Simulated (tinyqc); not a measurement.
Hot electrons in a saturated n-channel MOSFET, lucky-electron model: two steps of the calculation.

Beyond pinch-off the lateral field grows as Esat cosh(y/l) over the velocity-saturated region (pseudo-two-dimensional model). Impact ionisation in this region gives the substrate current, which biases the body forward through Rsub. Currents are per width. Local-field laws: they overstate ionisation when the field peak is narrower than an energy relaxation length.

Values chosen for this exercise; values close to those of silicon n-channel devices: channel length L = 0.5 um; oxide thickness tox = 9.6 nm; junction depth xj = 160 nm; effective mobility mu = 390 cm^2/(V s); saturation velocity vs = 8.4e6 cm/s; hot-electron mean free path lm = 7.7 nm; oxide barrier pb = 3.2 V; prefactor of the gate current Cg = 0.0011; lifetime exponent m = 2.8; lifetime constant Hl = 12000 s uA/um.

Constants: eps0 = 8.8541878128e-14 F/cm where lengths are in cm. Results are converted to the units shown.

Task 1. Length and field scales. Cox = 3.9 eps0/tox, l = sqrt(3 tox xj), Esat = 2 vs/mu.

Wanted: Cox; l; Esat; Esat L.

Result 1.

Cox = 0.3597 uF/cm^2
l = 67.88 nm
Esat = 0.04308 MV/cm
Esat L = 2.154 V

Task 2. Gate current, lifetime and channel shortening. Ig = Cg Id exp(-pb/(lm Em)); lifetime tau = (Hl/Id)(Isub/Id)^(-m); length of the saturated region dL = l ln[(dV/l + Em)/Esat]. 1 year = 3.15576e7 s.

Id = 93.055214 uA/um
dV = 2.0599659 V
Em = 0.30650381 MV/cm
Isub = 0.99763812 uA/um
l = 67.882251 nm
Esat = 0.043076923 MV/cm

Give: Isub/Id; Ig; tau; dL.

Result 2.

Isub/Id = 0.010721
Ig = 0.13231 pA/um
tau = 1.3387 years
dL = 179.92 nm

The lifetime misses ten years.

tinyqc, about 0.01 s, one thread, Intel Xeon 2.30GHz (shared host): `OMP_NUM_THREADS=1 python tinyqc.py 2550170 2550171 out.jsonl`
